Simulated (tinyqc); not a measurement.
# Floating body of a partially depleted SOI transistor: body voltage and kink: two studies

Source at 0 V. Channel current Ic = 2 nf K Vt^2 [F(0) - F(Vd)](1 + la Vd), F(V) = ln^2(1 + exp((Vg - VT - nf V)/(2 nf Vt))), VT = VT0 - gb Vb. Saturation voltage Vs = 2 Vt sqrt(F(0)) + 3 Vt, excess Ve = (Vd - Vs + sqrt((Vd - Vs)^2 + 0.0004 V^2))/2, multiplication M1 = Ai Ve exp(-Bl/Ve). Each junction passes D(v) = J1 (exp(v/Vt) - 1) + J2 (exp(v/(2 Vt)) - 1). Bipolar current Ib = bb J1 (exp(Vb/Vt) - 1). The body settles where M1 (Ic + Ib) = D(Vb) + D(Vb - Vd) + Vb/Rb; drain current Id = (1 + M1)(Ic + Ib) - D(Vb - Vd).

Inputs (values chosen for the exercise); values of the order met in partially depleted silicon-on-insulator transistors:
```
symbol,value,unit,meaning
T,358,K,temperature
VT0,0.49,V,threshold at zero body voltage
gb,0.3,,fall of the threshold per volt of body voltage
nf,1.21,,slope factor
K,450,uA/(V^2 um),gain factor per width
la,0.1,1/V,channel-length modulation factor
Ai,3.61,1/V,impact-ionisation prefactor
Bl,8.8,V,impact-ionisation voltage
J1,7.1e-11,uA/um,diffusion saturation current of each junction
J2,5.3e-8,uA/um,recombination saturation current of each junction
bb,0.5,,gain of the lateral bipolar transistor on the diffusion current
Rb,10000,kohm um,"resistance of a weak body tie to the source (1e9 stands for no tie, and the term is then dropped)"
Vg,0.96,V,gate voltage
Vd,1.4,V,drain voltage
```

Constants: q = 1.602176634e-19 C, kB = 1.380649e-23 J/K, Vt = kB T/q. Results are converted to the units shown.

Each table varies one quantity; the others keep the values above.

## Output curve and kink

Rows with more than one solution for Vb (latch) are left out; dId/dVd by a forward difference over 1e-4 V, swing = 1e-4 V over the change of log10 Id; M1 under 1e-12 is printed as 0.

Results:
```
Vd (V)	Vb (V)	M1	Id, floating (uA/um)	Id, grounded (uA/um)	ratio	dId/dVd, floating (uS/um)	dId/dVd, grounded (uS/um)
1.2	0.005677	1.224e-5	46.37	46.03	1.007	10.24	4.121
1.6	0.4558	5.774e-4	79.46	47.75	1.664	211.5	4.703
1.8	0.6588	0.002059	98.07	48.79	2.010	39.18	5.836
2	0.7075	0.006942	104.9	50.14	2.092	32.28	7.865
2.2	0.7405	0.01798	111.6	52.00	2.146	35.63	10.89
```

Estimate the missing row, Vd = 1.4 V.

Computed row:
```
Vd (V)	Vb (V)	M1	Id, floating (uA/um)	Id, grounded (uA/um)	ratio	dId/dVd, floating (uS/um)	dId/dVd, grounded (uS/um)
1.4	0.09239	1.759e-4	52.54	46.87	1.121	65.71	4.235
```

With this row back in the table: Vb rises from 0.00568 to 0.741 V and the ratio of the currents rises from 1.01 to 2.15. The output conductance with a floating body exceeds the grounded value by the largest factor among the rows, 45.0, at Vd = 1.6 V, where Vb = 0.456 V and M1 = 5.77e-4.

## Transfer curve and swing

Same model as above.

Transfer curve and swing:
```
Vg (V)	Vb (V)	M1	Id, floating (uA/um)	Id, grounded (uA/um)	ratio	swing, floating (mV/decade)	swing, grounded (mV/decade)
0.04	9.167e-7	0.005632	6.945e-6	6.945e-6	1.000	86.72	86.72
0.14	6.103e-6	0.005618	9.980e-5	9.979e-5	1.000	86.39	86.39
0.24	7.899e-5	0.005566	0.001417	0.001417	1.001	87.40	87.45
0.34	0.001015	0.005382	0.01896	0.01881	1.008	90.83	91.49
0.44	0.01039	0.004808	0.2171	0.2028	1.071	99.09	105.0
0.54	0.06530	0.003459	1.895	1.391	1.362	118.1	140.9
0.64	0.1593	0.001826	8.743	5.399	1.619	211.0	208.4
0.74	0.1798	9.107e-4	19.77	13.54	1.460	372.2	301.4
0.84	0.1490	4.503e-4	33.10	26.09	1.269	525.4	407.9
```

Vb goes from 9.17e-7 through a maximum of 0.180 (at Vg = 0.74 V among the rows listed) to 0.149 V. The smallest swing among the rows is 86.4 mV a decade with a floating body (at Vg = 0.14 V) and 86.4 with a grounded one; Vt ln 10 = 71.0. The floating swing is smaller by more than 3 % for Vg = 0.44, 0.54 V, where the rising Vb lowers the threshold as Vg rises. In the first row the floating body raises the current by a factor of 1.00.

Range of the model: The multiplication law is an empirical form chosen for the exercise; self-heating and capacitive coupling to the body are left out, and the linear laws are rough once Vb passes about 0.7 V or M1 about 0.1.

tinyqc, about 0.2 s, one thread, Intel Xeon 2.30GHz (shared host): `OMP_NUM_THREADS=1 python tinyqc.py 2182011 2182012 out.jsonl`
